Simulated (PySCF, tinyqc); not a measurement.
Inside a calculation. Method: CIS on RHF in the sto-6g basis, for H3-, spin multiplicity 1. The basis has no diffuse functions, so it cannot describe the extra electron: this is an exercise in the method, not the real anion. The lowest restricted solution is unstable here: a spin-polarised one lies 0.1356 hartree lower (PySCF). Computed by tinyqc, a small Python program that keeps every step (integrals from PySCF). Settings: charge = -1, multiplicity = 1, basis = sto-6g, method = RHF, energy threshold = 1e-10, iteration cap = 87, orthogonalisation = symmetric, start = Wolfsberg-Helmholz matrix, DIIS depth = 6. Command: `OMP_NUM_THREADS=1 python tinyqc.py 30047 30048 out.jsonl` (the two numbers bound the seeds that draw the settings). One thread of a shared host (Intel(R) Xeon(R) Processor @ 2.60GHz), about 0.07 s of CPU time with the checks. Later iterations appear only in the table of the cycle.

## One-electron integrals

Geometry (angstrom):
```
atom,x,y,z
H,0.00000,0.00000,0.00000
H,0.00000,0.00000,0.84500
H,0.00000,0.73200,0.42300
```

Basis sto-6g: exponents (1/bohr^2) and contraction coefficients of normalised primitives:
```
element,l (shell),exponent,coefficient
H,s (1),35.52322,0.00916
H,s (1),6.51314,0.04936
H,s (1),1.82214,0.16854
H,s (1),0.62596,0.37056
H,s (1),0.24308,0.41649
H,s (1),0.10011,0.13033
```

Overlap, kinetic and nuclear-attraction integrals over the contracted functions; the nuclear repulsion is the sum of Za Zb / Rab.

nuclear repulsion = 1.8784680 hartree

overlap S:
```
,1H 1s,2H 1s,3H 1s
1H 1s,1.00000,0.59186,0.59159
2H 1s,0.59186,1.00000,0.59191
3H 1s,0.59159,0.59191,1.00000
```

kinetic energy T (hartree):
```
,1H 1s,2H 1s,3H 1s
1H 1s,0.76852,0.17761,0.17740
2H 1s,0.17761,0.76852,0.17765
3H 1s,0.17740,0.17765,0.76852
```

nuclear attraction V (hartree):
```
,1H 1s,2H 1s,3H 1s
1H 1s,-2.42067,-1.39155,-1.39080
2H 1s,-1.39155,-2.42095,-1.39167
3H 1s,-1.39080,-1.39167,-2.42070
```

core Hamiltonian H = T + V (hartree):
```
,1H 1s,2H 1s,3H 1s
1H 1s,-1.65214,-1.21394,-1.21340
2H 1s,-1.21394,-1.65242,-1.21403
3H 1s,-1.21340,-1.21403,-1.65218
```

## Two-electron integrals

Functions are numbered as in S; the eight-fold symmetry (ij|kl) = (ji|kl) = (kl|ij) leaves the list below.

Two-electron integrals (ij|kl) in chemists' order, unique and non-zero (hartree):
```
i,j,k,l,(ij|kl)
1,1,1,1,0.77500
2,1,1,1,0.38648
2,1,2,1,0.23308
2,2,1,1,0.53126
2,2,2,1,0.38648
2,2,2,2,0.77500
3,1,1,1,0.38625
3,1,2,1,0.21464
3,1,2,2,0.32487
3,1,3,1,0.23284
3,2,1,1,0.32498
3,2,2,1,0.21475
3,2,2,2,0.38651
3,2,3,1,0.21466
3,2,3,2,0.23312
3,3,1,1,0.53111
3,3,2,1,0.32496
3,3,2,2,0.53129
3,3,3,1,0.38625
3,3,3,2,0.38651
3,3,3,3,0.77500
```

## Orthogonalisation

S = U s U^T; symmetric (Loewdin) form X = U s^(-1/2) U^T, so that X^T S X = 1.

eigenvalues of S: 0.40802  0.40841  2.18357

X:
```
,1H 1s,2H 1s,3H 1s
1H 1s,1.26890,-0.29625,-0.29585
2H 1s,-0.29625,1.26920,-0.29631
3H 1s,-0.29585,-0.29631,1.26894
```

## Starting guess

The start is the generalised Wolfsberg-Helmholz matrix (K = 1.75) built on H; D = 2 C_occ C_occ^T.

D at the start:
```
,1H 1s,2H 1s,3H 1s
1H 1s,2.92774,0.11803,-2.12991
2H 1s,0.11803,0.31892,0.47932
3H 1s,-2.12991,0.47932,2.56627
```

## Iteration 1: building the Fock matrix

J_ij = sum D_kl (ij|kl), K_ij = sum D_kl (ik|jl); F = H + J - 0.5 K; E = tr D H + tr D J / 2 - 0.25 tr D K + E_nn.

Coulomb J (hartree):
```
,1H 1s,2H 1s,3H 1s
1H 1s,2.55882,1.43525,1.49023
2H 1s,1.43525,2.24386,1.42638
3H 1s,1.49023,1.42638,2.51513
```

exchange K (hartree):
```
,1H 1s,2H 1s,3H 1s
1H 1s,1.59251,1.00514,0.88572
2H 1s,1.00514,1.07478,1.02432
3H 1s,0.88572,1.02432,1.52075
```

Fock matrix F (hartree):
```
,1H 1s,2H 1s,3H 1s
1H 1s,0.11042,-0.28127,-0.16603
2H 1s,-0.28127,0.05404,-0.29981
3H 1s,-0.16603,-0.29981,0.10258
```

total energy of this density = -0.5856520 hartree

## Iteration 1: diagonalisation and new density

Diagonalise F' = X^T F X, C = X C', fill 2 alpha and 2 beta electrons from the bottom; D = 2 C_occ C_occ^T. Each column has its largest component positive (the first on a tie).

F' = X^T F X (hartree):
```
,1,2,3
1,0.47507,-0.39636,-0.18957
2,-0.39636,0.51362,-0.42960
3,-0.18957,-0.42960,0.48038
```

orbital energies (hartree): MO1 -0.19413, MO2 0.66629, MO3 0.99691

coefficients C:
```
,MO1,MO2,MO3
1H 1s,0.32524,1.14947,-0.59861
2H 1s,0.48507,-0.06748,1.24361
3H 1s,0.35841,-1.05920,-0.73155
```

D after iteration 1:
```
,1H 1s,2H 1s,3H 1s
1H 1s,2.85412,0.16038,-2.20191
2H 1s,0.16038,0.47969,0.49066
3H 1s,-2.20191,0.49066,2.50073
```

## Iteration 8 (converged): orbitals

converged F (hartree):
```
,1H 1s,2H 1s,3H 1s
1H 1s,0.11288,-0.29322,-0.15278
2H 1s,-0.29322,0.04714,-0.29337
3H 1s,-0.15278,-0.29337,0.11279
```

As before.

F' = X^T F X (hartree):
```
,1,2,3
1,0.47949,-0.41977,-0.17084
2,-0.41977,0.51008,-0.42008
3,-0.17084,-0.42008,0.47956
```

orbital energies (hartree): MO1 -0.19296, MO2 0.65036, MO3 1.01172

coefficients C:
```
,MO1,MO2,MO3
1H 1s,0.33430,1.10684,-0.66973
2H 1s,0.49892,-0.00053,1.23996
3H 1s,0.33458,-1.10608,-0.67095
```

D after iteration 8:
```
,1H 1s,2H 1s,3H 1s
1H 1s,2.67370,0.33240,-2.22480
2H 1s,0.33240,0.49784,0.33504
3H 1s,-2.22480,0.33504,2.67071
```

## Convergence

Stop when the energy changes by less than 1e-10 hartree and every element of the error matrix X^T (F D S - S D F) X is below 3e-06.

Course of the cycle:
```
iteration,E (hartree),change,largest element of the error matrix
1,-0.5856520,-,1.28e-01
2,-0.6002984,-1.46e-02,1.94e-02
3,-0.6007154,-4.17e-04,4.21e-03
4,-0.6010293,-3.14e-04,4.80e-04
5,-0.6010297,-4.43e-07,9.25e-06
6,-0.6010297,-8.27e-10,3.28e-06
7,-0.6010297,-1.09e-10,2.05e-06
8,-0.6010297,-7.25e-11,6.96e-07
```

PySCF RHF in the same basis = -0.6010297 hartree

Converged in 8 iterations.

## Populations, bond orders and dipole

Mulliken: Z minus the diagonal of D S on the atom; Loewdin: the same with S^(1/2) D S^(1/2); Mayer order: 2 sum_s sum (D(s) S)_ij (D(s) S)_ji over the two atoms.

Charges (e):
```
atom,Mulliken,Loewdin
1H,-0.55426,-0.58426
2H,0.10712,0.16718
3H,-0.55286,-0.58292
```

Mayer bond orders:
```
pair,order
2-1,0.49348
3-1,0.19931
3-2,0.49504
```

dipole moment about the origin, x y z (debye): 0.00000  -1.94381  -0.68850

## Integrals over molecular orbitals

(pq|rs) = sum C_ip C_jq C_kr C_ls (ij|kl), one index at a time.

one-electron integrals over orbitals h = C^T H C (hartree):
```
,1,2,3
1,-1.86260,-0.00012,0.06777
2,-0.00012,-1.07430,0.00004
3,0.06777,0.00004,-1.07969
```

Two-electron integrals over orbitals (pq|rs), unique and non-zero (hartree):
```
p,q,r,s,(pq|rs)
1,1,1,1,0.62485
2,1,1,1,-4.73e-05
2,1,2,1,0.12825
2,2,1,1,0.58652
2,2,2,1,0.00017
2,2,2,2,0.67987
3,1,1,1,0.02473
3,1,2,1,1.17e-05
3,1,2,2,-0.09324
3,1,3,1,0.15547
3,2,1,1,1.73e-05
3,2,2,1,-0.09399
3,2,2,2,-0.00006
3,2,3,1,-0.00012
3,2,3,2,0.08700
3,3,1,1,0.61375
3,3,2,1,-0.00013
3,3,2,2,0.55319
3,3,3,1,0.06816
3,3,3,2,0.00005
3,3,3,3,0.65278
```

## CIS matrix, singlets

A(ia,jb) = (e_a - e_i) d_ij d_ab + 2 (ia|jb) - (ij|ab).

CIS matrix A, singlet (hartree):
```
,1>3,2>3
1>3,0.90187,-0.00011
2>3,-0.00011,-0.01783
```

## CIS singlet states

dipole integrals <i|r|a> (bohr):
```
,x,y,z
1>3,0.00000,-0.46119,0.79719
2>3,0.00000,0.46448,0.26809
```

Diagonalise A (1 hartree = 27.211386 eV); each vector has its largest component positive (the first on a tie). The transition dipole is mu = sqrt2 sum c_ia <i|r|a>.

singlet excitation energies (eV): -0.48520  24.54100

lowest vectors:
```
,state 1,state 2
1>3,0.00012,1.00000
2>3,1.00000,-0.00012
```

oscillator strengths 2/3 w |mu|^2: -0.00684  1.01996

A negative triplet energy shows that the restricted solution is unstable towards a spin-polarised one.

## CIS matrix, triplets

A(ia,jb) = (e_a - e_i) d_ij d_ab - (ij|ab).

CIS matrix A, triplet (hartree):
```
,1>3,2>3
1>3,0.59092,0.00013
2>3,0.00013,-0.19183
```

## CIS triplet states

Diagonalise A (1 hartree = 27.211386 eV); each vector has its largest component positive (the first on a tie).

triplet excitation energies (eV): -5.22005  16.07985

lowest vectors:
```
,state 1,state 2
1>3,-0.00017,1.00000
2>3,1.00000,0.00017
```

A negative triplet energy shows that the restricted solution is unstable towards a spin-polarised one.
